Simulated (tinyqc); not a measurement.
Six materials: three-level Kane formulas for mass and g factor.

1/m = 1 + (Ep/3)(2/Eg + 1/(Eg + Dso)), g = 2 - (2 Ep/3)(1/Eg - 1/(Eg + Dso)). The inputs are values chosen for the exercise.

Results:
```
case,Eg (eV),Dso (eV),Ep (eV),m (m0),g,Eg/Ep
A near ZnSe,2.868,0.393,24.4,0.1091,1.316,0.1175
B near Ge,0.893,0.289,26.0,0.0360,-2.746,0.0343
C near GaP,2.872,0.081,31.1,0.0853,1.802,0.0923
D near InAs,0.422,0.391,21.7,0.0226,-14.487,0.0194
E near GaAs,1.505,0.334,25.7,0.0587,-0.068,0.0586
F near CdTe,1.625,0.924,19.0,0.0887,-0.826,0.0855
```

What does the comparison show, and why?

The mass follows the gap: m/(Eg/Ep) lies between 0.92 and 1.16, while m itself spans a factor of 4.8. The order by mass differs from the order by gap. g is negative for B, D, E and F; it needs Ep Dso > 3 Eg (Eg + Dso). Where g is small, two larger terms cancel: 5 % in Ep moves g by (2 - g)/20, and the levels left out move it by tenths. Remote bands, left out here, make real masses heavier, by up to a half in the wider-gap crystals. All rows are for the Gamma valley, which is not the lowest one in GaP and Ge.

(tinyqc, `OMP_NUM_THREADS=1 python tinyqc.py 1050308 1050309 out.jsonl`, Intel(R) Xeon(R) Processor @ 2.30GHz, 1 thread, shared host, about 0.01 s.)
